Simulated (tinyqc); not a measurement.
Inside a calculation. Model: strain, valley repopulation and piezoresistance in a many-valley conduction band. Computed by tinyqc, a small Python program that keeps every step. Command: `OMP_NUM_THREADS=1 python tinyqc.py 3007510 3007511 out.jsonl valleys walk`. One thread of a shared host (Intel(R) Xeon(R) Processor @ 2.30GHz), about 0.02 s of CPU time with the checks. Intermediate numbers are printed to about 6 digits and carried at full precision; extremes and crossings named in words are read from the listed rows.

Valleys are ellipsoids with mass m_l along the axis a and m_t across it, parabolic, with one constant relaxation time; strain shifts the valleys and leaves the masses alone. Currents are taken along [110], along the load, and along [1-10], across the load.

Inputs (values chosen for the exercise, modelled on germanium):
```
quantity                               value    unit
longitudinal mass m_l                   1.55     m_0
transverse mass m_t                   0.0827     m_0
shear deformation potential Xi_u        16.4      eV
dilation deformation potential Xi_d     -4.3      eV
C11                                      128     GPa
C12                                     47.8     GPa
C44                                     66.9     GPa
stress X (tension positive)             -120     MPa
electron density n                   4.4e+18  1/cm^3
relaxation time tau                       85      fs
temperature T                            100       K
```

Valley axes: <111> (4 valleys). Load: uniaxial [110].

Constants: k_B = 8.617333262e-05 eV/K; m_0 = 9.1093837015e-31 kg; k_B = 1.380649e-23 J/K; hbar = 1.054571817e-34 J s; e = 1.602176634e-19 C.

## Strain

Compliances S11 = (C11 + C12)/((C11 - C12)(C11 + 2 C12)), S12 = -C12/((C11 - C12)(C11 + 2 C12)), S44 = 1/C44; stress sigma_ij = X n_i n_j for the unit vector n of the load; e_xx = S11 sigma_xx + S12 (sigma_yy + sigma_zz), e_xy = S44 sigma_xy/2 (tensor strain).

strain tensor (%):
```
            x           y          z
x  -0.0428267  -0.0448430  0.0000000
y  -0.0448430  -0.0428267  0.0000000
z   0.0000000   0.0000000  0.0319862
```

## Valley shifts

Herring-Vogt shift of a valley with unit axis a: dE = Xi_d tr(e) + Xi_u a.e.a.

shifts dE (meV): [111] -5.52896, [-111] 4.27672, [1-11] 4.27672, [11-1] -5.52896

splitting (highest minus lowest) = 9.80568 meV

Lowest: [111], [11-1]; the splitting is 1.14 k_B T.

## Populations

Each of the 4 valleys holds n_v = N_v (2/sqrt(pi)) F_1/2((E_F - dE_v)/(k_B T)), N_v = 2 (m_d k_B T/(2 pi hbar^2))^(3/2), m_d = (m_l m_t^2)^(1/3); E_F solves sum n_v = n and is counted from the unstrained edge. F_j(eta) = int_0^infinity x^j/(1 + exp(x - eta)) dx, without a gamma-function factor. It is evaluated after integrating by parts. Integrals over x = E/(k_B T) use 160 Gauss-Legendre points in u = sqrt(x) from 0 to sqrt(max(eta, 0) + 32).

Fermi level E_F = 12.2753 meV

share of the electrons: [111] 0.330144, [-111] 0.169856, [1-11] 0.169856, [11-1] 0.330144

## Mobility tensor and resistance change

Mobility tensor mu = e tau sum_v (n_v/n) [1/m_t + (1/m_l - 1/m_t) a a^T]; unstrained mu_0 = e tau (1/m_l + 2/m_t)/3; resistivity along d from the inverse tensor, rho_d = d.mu^-1.d/(n e), mobility along d = 1/(d.mu^-1.d); gauge pi_d = (rho_d/rho_0 - 1)/X.

mobility tensor (cm^2/(V s)):
```
         x        y        z
x  1237.31  -182.87     0.00
y  -182.87  1237.31     0.00
z     0.00     0.00  1237.31
```

unstrained mobility mu_0 = 1237.31 cm^2/(V s)

mobility along the first direction = 1054.44 cm^2/(V s)

mobility along the second direction = 1420.17 cm^2/(V s)

resistance change along the first direction = 17.3424 %

resistance change along the second direction = -12.8763 %

The mobility lies between e tau/m_l = 96.5 and e tau/m_t = 1810; the trace stays at 3 mu_0. Along the first direction the filled valleys present more of their heavy mass.

## Linear piezoresistance coefficients

With eta_0 the reduced Fermi level without strain, r = F_-1/2(eta_0)/(2 F_1/2(eta_0)) (1 for a classical gas) and c = r (Xi_u/k_B T) (m_l - m_t)/(2 m_l + m_t): pi44 = -c S44/3, pi11 = pi12 = 0.

eta_0 = 1.55343

degeneracy factor r = 0.575336

pi11 = 0 1e-11/Pa

pi12 = 0 1e-11/Pa

pi44 = -251.518 1e-11/Pa

Degeneracy lowers the coefficients to 58 % of the classical value.

## Full result against the linear law

Linear theory: pi_l = (pi11 + pi12 + pi44)/2, pi_t = (pi11 + pi12 - pi44)/2.

Resistance changes (%); at 2000 MPa the strain is near or above 1 %, where band warping, left out here, matters:
```
X (MPa)  splitting (meV)  largest share  first direction    linear  second direction    linear
-2000            163.428       0.500000          85.5369   251.518          -31.5548  -251.518
-1000             81.714       0.499833          85.4310   125.759          -31.5404  -125.759
-400              32.686       0.463197          64.7867    50.304          -28.2205   -50.304
-150              12.257       0.348990          22.3312    18.864          -15.4368   -18.864
-50                4.086       0.283976           6.6842     6.288           -5.8960    -6.288
50                 4.086       0.283976          -5.8960    -6.288            6.6842     6.288
150               12.257       0.348990         -15.4368   -18.864           22.3312    18.864
400               32.686       0.463197         -28.2205   -50.304           64.7867    50.304
1000              81.714       0.499833         -31.5404  -125.759           85.4310   125.759
2000             163.428       0.500000         -31.5548  -251.518           85.5369   251.518
```

Along the first direction the linear law holds within 10 % for 2 of the 10 stresses, at -50.0, 50.0 MPa. At the largest compression the full change is +85.5 % against the linear +251.5 %, at the largest tension -31.6 % against -251.5 %: once the splitting is comparable with k_B T (or E_F) the populations no longer follow it linearly, and the change must saturate when the upper valleys are empty.

Checks made by the program: trace of the tensor against 3 mu_0 (relative difference below 1e-10); linear coefficients against the full calculation at 0.01 MPa (relative difference 1e-05).
